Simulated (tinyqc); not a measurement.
From results back to parameters: periodic multilayer mirror for extreme ultraviolet light. Three cases, with inputs chosen for the exercise.

Problem. With a mean index 1 - dm the Bragg wavelength is lam_B = 2 L sqrt((1 - dm)^2 - sin^2 theta). It is given at 0 degrees and at th2; L and dm are hidden. Then the absorber share is Gm = (dm - delta_S)/(delta_A - delta_S), with the first entries of dS and dA; L is the period.

Find: L; dm; Gm.

Method. The difference of the squares is 4 L^2 sin^2(th2); then 1 - dm = lam_B(0)/(2 L).

Case 1.

Values chosen (out of a larger set: optical constants near those of Mo and Si at 13.5 nm; not measured data): th2 = 15 degrees (second angle); dA = (0.0756, 0.00622) (delta and beta of the absorber, N = 1 - delta + i beta); dS = (0.0011, 0.00197) (delta and beta of the spacer and the substrate).

lam_B at 0 = 13.476984 nm
lam_B at th2 = 12.983625 nm

Solution.

L = 6.980 nm
dm = 0.0346
Gm = 0.45

Case 2.

Values chosen (out of a larger set: optical constants near those of Mo and Si at 13.5 nm; not measured data): th2 = 20 degrees (second angle); dA = (0.0763, 0.00605) (delta and beta of the absorber, N = 1 - delta + i beta); dS = (0.0009, 0.00173) (delta and beta of the spacer and the substrate).

lam_B at 0 = 13.583978 nm
lam_B at th2 = 12.709495 nm

Solution.

L = 7.010 nm
dm = 0.0311
Gm = 0.40

Case 3.

Values chosen (out of a larger set: optical constants near those of Mo and Si at 13.5 nm; not measured data): th2 = 10 degrees (second angle); dA = (0.0776, 0.00639) (delta and beta of the absorber, N = 1 - delta + i beta); dS = (0.0009, 0.00194) (delta and beta of the spacer and the substrate).

lam_B at 0 = 13.396820 nm
lam_B at th2 = 13.177587 nm

Solution.

L = 6.950 nm
dm = 0.0362
Gm = 0.46

Computed by tinyqc, one run a case: `OMP_NUM_THREADS=1 python tinyqc.py N N+1 out.jsonl` with N = 1681797, 1681816, 1681846; one thread of a shared Intel(R) Xeon(R) Processor @ 2.30GHz, about 0.01 s a run at most.
